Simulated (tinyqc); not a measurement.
Heavy doping: gap narrowing, degeneracy and the minority density: one step. Two estimates of the size. Two cases, with inputs chosen for the exercise.

Problem. Evaluate both at N.

F_j(eta) = (1/Gamma(j + 1)) integral_0^infinity x^j dx/(1 + exp(x - eta)), which tends to exp(eta) for eta << 0.

Two physical estimates, e2 = e^2/(4 pi eps0), N in 1/angstrom^3: exchange shift at the Fermi level, Ex = (e2/eps) kF/pi with kF = (3 pi^2 N/Mv)^(1/3); screened-pair energy (Lanyon-Tuft), Es = (3/4)(e2/eps) qs with qs^2 = (4 pi e2 N/(eps kT)) F_-1/2(eta)/F_1/2(eta).

Constants: e^2/(4 pi eps0) = 14.39964547 eV angstrom; kB = 8.617333262e-05 eV/K.

Give: kF; Ex; Es.

Case 1.

Values chosen (gap and densities of states near those of Si at this temperature; narrowing constants near the fits for Si; the results hold for these values, not for the real material): N = 1.1e+18 1/cm^3 (ionised acceptors, equal to the majority density); eps = 11.1 (dielectric constant); Mv = 1 (majority valleys); T = 300 K.

eta = -2.248277
dEg (empirical fit) = 35.6924 meV

Solution.

kF = 0.03194 1/angstrom
Ex = 13.19 meV
Es = 25.18 meV

Against the fitted dEg = 35.7 meV, Ex is 0.37 and Es 0.71 times as large; each keeps one mechanism only, and Ex assumes a strongly degenerate gas, while here eta is only -2.25.

Case 2.

Values chosen (gap and densities of states near those of Si at this temperature; narrowing constants near the fits for Si; the results hold for these values, not for the real material): N = 1.5e+18 1/cm^3 (ionised donors, equal to the majority density); eps = 11.6 (dielectric constant); Mv = 6 (majority valleys); T = 300 K.

eta = -2.925845
dEg (empirical fit) = 34.0423 meV

Solution.

kF = 0.01949 1/angstrom
Ex = 7.70 meV
Es = 27.75 meV

Against the fitted dEg = 34.0 meV, Ex is 0.23 and Es 0.82 times as large; each keeps one mechanism only, and Ex assumes a strongly degenerate gas, while here eta is only -2.93.

Computed by tinyqc, one run a case: `OMP_NUM_THREADS=1 python tinyqc.py N N+1 out.jsonl` with N = 1682577, 1682719; one thread of a shared Intel(R) Xeon(R) Processor @ 2.30GHz, about 0.01 s a run at most.
